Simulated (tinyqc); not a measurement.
Inside a calculation. Model: Heisenberg spin cluster by exact diagonalisation: multiplets, susceptibility, level crossings. Computed by tinyqc, a small Python program that keeps every step. Command: `OMP_NUM_THREADS=1 python tinyqc.py 3013860 3013861 out.jsonl spincl walk`. One thread of a shared host (Intel(R) Xeon(R) Processor @ 2.30GHz), about 0.01 s of CPU time with the checks. Intermediate numbers are printed to about 7 digits and carried at full precision; extremes and crossings named in words are read from the listed rows.

H = J1 sum S_i.S_j over the bonds 1-2, 2-3 + J2 sum over 1-3 - g mu_B B S_z; J > 0 is antiferromagnetic.

Inputs (values chosen for the exercise, for a model cluster): exchange J1 = -0.333 meV; exchange J2 = -0.0059 meV; g factor = 2.25; temperature T = 1.8 K; field B = 12 T.

Cluster: triangle, two J1 bonds and one J2 bond. Spin s of each site: 1.

Constants: k_B = 8.617333262e-05 eV/K; mu_B = 5.7883818060e-05 eV/T.

## The block with S_z = 0

Basis: products of m values. S_i.S_j = m_i m_j on the diagonal and (1/2) sqrt[s(s+1) - m_i(m_i+1)] sqrt[s(s+1) - m_j(m_j-1)], s the spin of a site, between states that differ by one flip up and one down.

H at B = 0 (meV), rows +1 0 -1, +1 -1 0, 0 +1 -1, 0 0 0, 0 -1 +1, -1 +1 0, -1 0 +1:
$$\begin{pmatrix}
0.0059 & -0.3330 & -0.3330 & -0.0059 & 0.0000 & 0.0000 & 0.0000 \\
-0.3330 & 0.3330 & 0.0000 & -0.3330 & -0.0059 & 0.0000 & 0.0000 \\
-0.3330 & 0.0000 & 0.3330 & -0.3330 & 0.0000 & -0.0059 & 0.0000 \\
-0.0059 & -0.3330 & -0.3330 & 0.0000 & -0.3330 & -0.3330 & -0.0059 \\
0.0000 & -0.0059 & 0.0000 & -0.3330 & 0.3330 & 0.0000 & -0.3330 \\
0.0000 & 0.0000 & -0.0059 & -0.3330 & 0.0000 & 0.3330 & -0.3330 \\
0.0000 & 0.0000 & 0.0000 & -0.0059 & -0.3330 & -0.3330 & 0.0059
\end{pmatrix}$$

## Multiplets

Every multiplet has one member in the block S_z = 0; diagonalise it and read the total spin from <S^2> = S (S + 1).

Levels at B = 0:
```
E (meV)  total S  number of multiplets
-0.6719        3                     1
-0.3271        2                     1
0.0118         1                     1
0.3271         2                     1
0.3389         1                     1
0.6719         0                     1
0.9931         1                     1
```

ground energy = -0.6719 meV

gap to the next level = 0.3448 meV

The ground state has S = 3; the next level has S = 2. The highest spin, S = 3, lies at -0.6719 meV, s^2 times the sum of all J, s the spin of a site.

## Thermal averages at zero field

Z = sum k (2S + 1) exp(-E/(k_B T)) over the table, k the number of multiplets; <S^2> likewise with the factor S (S + 1); chi T = N_A g^2 mu_B^2 <S^2>/(3 k_B) = 0.125049 g^2 <S^2> cm^3 K/mol (cgs, per mole of clusters); C = (<E^2> - <E>^2)/(k_B T)^2; entropy = ln Z + <E>/(k_B T).

<S^2> = 11.51134

chi T = 7.287378 cm^3 K/mol

heat capacity = 0.4807886 k_B

entropy = 2.217576 k_B

Free spins would give <S^2> = 6 and the entropy 3.296 k_B; chi T is 192 % of the free value.

## Magnetisation in the field

Each multiplet splits as E - g mu_B B m; <S_z> is the Boltzmann mean. The first level crossing is at the smallest (E_S - E_0)/(g mu_B (S - S_0)) over higher spins (0 if the ground state has the highest spin).

<S_z> = 2.999953

first crossing field = 0 T

Linear response would give g mu_B B <S^2>/(3 k_B T) = 38.7.

## Susceptibility against the Curie-Weiss form

High-temperature form: chi T = C0/(1 - theta/T), C0 = 0.125049 g^2 n s (s + 1), k_B theta = -(2/3) s (s + 1) (sum of J over bonds)/n, n = 3; a dash where T <= 1.05 theta.

theta = 3.465367 K

Against temperature:
```
T (K)  chi T (cm^3 K/mol)  Curie-Weiss  chi (cm^3/mol)    C (k_B)
0.39             7.596632            -    1.947854e+01  0.0026331
0.77             7.581673            -    9.846329e+00  0.1075257
1.40             7.437154            -    5.312253e+00  0.3705243
2.30             7.074734            -    3.075971e+00  0.5763087
3.90             6.404947     34.08305    1.642294e+00  0.6485910
6.20             5.705808      8.61171    9.202915e-01  0.4933297
9.70             5.106789      5.90959    5.264731e-01  0.2865397
15.00            4.668900      4.93951    3.112600e-01  0.1434653
31.00            4.224664      4.27641    1.362795e-01  0.0382602
62.00            4.011499      4.02323    6.470160e-02  0.0100092
```

The Curie-Weiss form is within 3 % in the last 2 rows. chi keeps rising on cooling, towards the Curie law of the S = 3 ground state; among these rows C is largest at 3.9 K, and the gap is 4 K.

Checks made by the program: the trace of H and the count of states (relative difference below 1e-10).
